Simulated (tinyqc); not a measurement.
Interdiffusion in a binary couple: Darken equations, Kirkendall shift and Boltzmann-Matano analysis: one step, computed by the program tinyqc. Command: `OMP_NUM_THREADS=1 python tinyqc.py 3018120 3018121 out.jsonl darken walk`. One thread of a shared host (Intel(R) Xeon(R) Processor @ 2.30GHz), about 0.01 s of CPU time with the checks.

x is the mole fraction of B; the molar volume is constant, and the two halves are long enough to count as infinite.

Question. Diffusivities at one composition. D*_i(x) = D*_i(0) exp(k x); thermodynamic factor Phi = 1 - 2 W x (1 - x)/(k_B T); intrinsic D_i = D*_i Phi; interdiffusion D~ = x D_A + (1 - x) D_B.

Inputs (values chosen for the exercise, for a model alloy A-B):

| quantity | value | unit |
|---|---|---|
| tracer diffusivity D*_A(0) | 6e-13 | m^2/s |
| tracer diffusivity D*_B(0) | 3.2e-12 | m^2/s |
| slope k of ln D* with x | -0.97 | - |
| regular-solution parameter W | -0.031 | eV |
| temperature T | 1450 | K |
| composition x for the local step | 0.33 | - |

Vacancy-wind correction: none.

Constants: k_B = 8.617333262e-05 eV/K.

Give: thermodynamic factor Phi; intrinsic D_A; intrinsic D_B; interdiffusion coefficient D~ at the local x.

Answer.

thermodynamic factor Phi = 1.1097

intrinsic D_A = 4.8344e-13 m^2/s

intrinsic D_B = 2.5783e-12 m^2/s

interdiffusion coefficient D~ at the local x = 1.8870e-12 m^2/s

A negative W (tendency to order or compound) speeds mixing: Phi is above 1.
